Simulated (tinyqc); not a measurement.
Gate sheet resistance from two finger widths.

Inverse problem. At low frequency R = Rsh Wf/(3 L) + B/Wf, where B collects the channel and vertical terms. Find Rsh, B and the width of lowest R.

Values chosen for this exercise: channel length L = 0.12 um.

input resistance of single fingers, contacted at one end, of width 0.56 and 7 um (ohm): [701.09524, 114.04762]

Answer. R Wf is a straight line in Wf^2; the minimum of R lies where both terms are equal.

Rsh = 3.00 ohm/square
B = 390 ohm um
width of lowest R = 6.84 um

tinyqc, about 0.01 s, one thread, Intel Xeon 2.30GHz (shared host): `OMP_NUM_THREADS=1 python tinyqc.py 2262046 2262047 out.jsonl`
